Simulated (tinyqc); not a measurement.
## Abrupt p-n junction, non-linear Poisson equation by Newton steps: starts and damping rules compared

One dimension, p side on the left, n side on the right; net doping C = -Na for x < 0 and +Nd for x > 0. The potential psi is counted from the intrinsic level, and the quasi-Fermi potentials are flat: 0 for holes and -V for electrons, so n = ni exp((psi + V)/Vt) and p = ni exp(-psi/Vt) (Boltzmann statistics, full ionisation, no current). Under reverse bias this makes the minority densities vanishingly small everywhere; they play no part in the charge.

a_i = eps0 eps_r/h_i for the interval from node i to i + 1, with h_i = x_(i+1) - x_i in cm.

n_i = ni exp((psi_i + V)/Vt), p_i = ni exp(-psi_i/Vt), rho_i = p_i - n_i + C_i, g_i = (n_i + p_i)/Vt. Box widths w_i = (h_(i-1) + h_i)/2 in cm. Residual F_i = a_i (psi_(i+1) - psi_i) - a_(i-1) (psi_i - psi_(i-1)) + q rho_i w_i; Jacobian: a_(i-1) and a_i beside the diagonal, b_i = -a_(i-1) - a_i - q g_i w_i on it. The two end nodes are fixed.

Iterations until the largest undamped |d| is below 1e-9 V (the last, tiny step is counted), with a cap of 100; "overflow" would mean that an exponential left the range of double precision. Starts:
- neutral: psi_p = -Vt ln(Na/ni) on nodes with x < 0 and psi_n = Vt ln(Nd/ni) - V on the others.
- depletion: The parabolas of an abrupt Na-Nd junction in the depletion approximation: psi_p + q Na (x + xp)^2/(2 eps0 eps_r) for -xp < x < 0, psi_n - q Nd (xn - x)^2/(2 eps0 eps_r) for 0 < x < xn, flat outside, with W = sqrt(2 eps0 eps_r (psi_n - psi_p)(1/Na + 1/Nd)/q), xp = W Nd/(Na + Nd), xn = W Na/(Na + Nd), psi_p = -Vt ln(Na/ni), psi_n = Vt ln(Nd/ni) - V.
- linear: A straight line in x from psi_p = -Vt ln(Na/ni) at the first node to psi_n = Vt ln(Nd/ni) - V at the last.

Rules for the step d, which solves the tridiagonal system a_(i-1) d_(i-1) + b_i d_i + a_i d_(i+1) = -F_i:
- full Newton steps: the full step is added.
- logarithmic damping: each component d is damped to sign(d) Vt ln(1 + |d|/Vt) before it is added.
- steps capped at 4 Vt: if the largest |d| exceeds 4 Vt, the whole step is scaled down so that it equals 4 Vt.
- halved steps: half of the step is added while the largest |d| exceeds 1.5 Vt, the full step after that.

Parameters, values chosen for the exercise; band and dielectric values those of a made-up semiconductor: temperature T = 325 K; band gap Eg = 3.17 eV; relative permittivity eps_r = 11.4; conduction-band density of states at T Nc = 2.03e18 cm^-3; valence-band density of states at T Nv = 6.21e19 cm^-3; acceptor density of the p side Na = 2.2e15 cm^-3; donor density of the n side Nd = 4.9e17 cm^-3; bias of the p side against the n side V = -6.4 V.

Constants: q = 1.602176634e-19 C, kB = 1.380649e-23 J/K, Vt = kB T/q, eps0 = 8.8541878128e-14 F/cm where lengths are in cm. Results are converted to the units shown.

```
node,x (nm),net doping C (cm^-3)
0,-4070,-2.2e15
1,-1210,-2.2e15
2,-355,-2.2e15
3,-101,-2.2e15
4,-25.9,-2.2e15
5,-3.35,-2.2e15
6,3.35,4.9e17
7,11.2,4.9e17
8,20.2,4.9e17
9,30.8,4.9e17
10,43.1,4.9e17
11,57.5,4.9e17
```

ni = 2.96267e-6 cm^-3

Iterations needed:
```
,full Newton steps,logarithmic damping,steps capped at 4 Vt,halved steps
neutral,9,76,85,15
depletion,6,25,18,10
linear,12,57,56,12
```

What does the table show?

The fewest iterations, 6, are needed by full Newton steps from the depletion start. Every pairing converges. Lowest count for the worst start: full Newton steps, at most 12 iterations.

Numbers from tinyqc (`OMP_NUM_THREADS=1 python tinyqc.py 2000093 2000094 out.jsonl`; about 0.05 s on one thread of a shared Intel Xeon 2.30GHz).
